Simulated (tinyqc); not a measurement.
Worked calculation: inverse iteration on a symmetric matrix. Computed by tinyqc, a small Python program that keeps every step. Settings: method = inverse, shift = 0.92. Command: `OMP_NUM_THREADS=1 python tinyqc.py 20387 20388 out.jsonl` (the two numbers bound the seeds that draw the settings). One thread of a shared host (Intel(R) Xeon(R) Processor @ 2.60GHz), about 0.01 s of CPU time with the checks.

## Step 1

A:
```
[[1.49200, -0.40900, 0.07700, -0.06700],
 [-0.40900, 1.86500, 0.33200, 0.15200],
 [0.07700, 0.33200, 1.90200, 0.19800],
 [-0.06700, 0.15200, 0.19800, 2.95100]]
```

vector v at the start: [0.50000, 0.50000, 0.50000, 0.50000]

shift = 0.92000

solve (A - shift) w = v; v' = w/|w| with its largest component positive (the first on a tie); lambda = v'^T A v'.

vector after step 1: [0.80633, 0.58068, -0.06191, 0.09389]

Rayleigh quotient after step 1 = 1.22177

## Step 2

As before.

vector after step 2: [0.77458, 0.57049, -0.27233, 0.02015]

Rayleigh quotient after step 2 = 1.14652

## Step 3

As before.

vector after step 3: [0.75636, 0.57161, -0.31772, 0.01537]

Rayleigh quotient after step 3 = 1.14353

## Course of the iteration

Stop when the residual |A v - lambda v| is below 1e-9.

Steps:
```
step     lambda  residual
1     1.2217709  3.00e-01
2     1.1465158  5.21e-02
3     1.1435305  1.10e-02
4     1.1433739  2.60e-03
5     1.1433647  6.37e-04
6     1.1433641  1.58e-04
7     1.1433641  3.92e-05
8     1.1433641  9.76e-06
9     1.1433641  2.43e-06
10    1.1433641  6.06e-07
11    1.1433641  1.51e-07
12    1.1433641  3.76e-08
13    1.1433641  9.38e-09
14    1.1433641  2.34e-09
15    1.1433641  5.83e-10
```

all eigenvalues, for comparison: [1.14336, 1.81605, 2.21231, 3.03828]

Converged in 15 steps.
